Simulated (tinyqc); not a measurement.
From results back to parameters: carrier statistics of a doped semiconductor with parabolic bands. Three cases, with inputs chosen for the exercise.

Problem. ni^2 = C^2 (T/300 K)^3 exp(-Eg(T)/kB T) with Eg(T) = Eg0 - al T^2/(T + be). Two intrinsic densities were computed from hidden Eg0 and C = sqrt(Nc Nv) at 300 K.

Constants: kB = 8.617333262e-05 eV/K.

Case 1.

Values chosen (near those of Si; shifted at random, so the results belong to these values and not to a real crystal): al = 0.00047 eV/K (Varshni alpha); be = 630 K (Varshni beta); T1 = 270 K; T2 = 410 K.

ni(T1) = 5.00596e+08 1/cm^3
ni(T2) = 6.02514e+12 1/cm^3

Case 2.

Values chosen (near those of Ge; shifted at random, so the results belong to these values and not to a real crystal): al = 0.000465 eV/K (Varshni alpha); be = 242 K (Varshni beta); T1 = 280 K; T2 = 470 K.

ni(T1) = 5.20313e+12 1/cm^3
ni(T2) = 8.26138e+15 1/cm^3

Case 3.

Values chosen (near those of Ge; shifted at random, so the results belong to these values and not to a real crystal): al = 0.000476 eV/K (Varshni alpha); be = 236 K (Varshni beta); T1 = 250 K; T2 = 430 K.

ni(T1) = 7.11205e+11 1/cm^3
ni(T2) = 3.19785e+15 1/cm^3

Find: Eg0; C.

Solution. y(T) = 2 ln ni - 3 ln(T/300) - al T/((T + be) kB) equals 2 ln C - Eg0/(kB T), a straight line in 1/T; two points give slope and intercept.

Case 1.

Eg0 = 1.160 eV
C = 1.73e+19 1/cm^3

Case 2.

Eg0 = 0.747 eV
C = 7.20e+18 1/cm^3

Case 3.

Eg0 = 0.745 eV
C = 7.24e+18 1/cm^3

Computed by tinyqc, one run a case: `OMP_NUM_THREADS=1 python tinyqc.py N N+1 out.jsonl` with N = 1681321, 1681374, 1681405; one thread of a shared Intel(R) Xeon(R) Processor @ 2.30GHz, about 0.01 s a run at most.
